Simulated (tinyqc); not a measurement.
# Activation energy from two powers

Problem. P(T) = Pd + Pl (T/300 K)^2 exp[(q Ea/kB)(1/(300 K) - 1/T)]. Find Ea and Pl.

Inputs (values chosen for the exercise): temperature-independent switching power Pd = 1.9 W.

Constants: q = 1.602176634e-19 C, kB = 1.380649e-23 J/K. Results are converted to the units shown.

P at T = 320 and 360 K (W): [1.99765223, 3.97459496]

Answer. Subtract Pd; the ratio of the leakage powers, divided by the T^2 factors, is an Arrhenius factor.

Ea = 0.7000 eV
Pl = 0.01580 W

Program tinyqc, `OMP_NUM_THREADS=1 python tinyqc.py 2520009 2520010 out.jsonl`; Intel Xeon 2.30GHz, shared host, one thread, about 0.01 s.
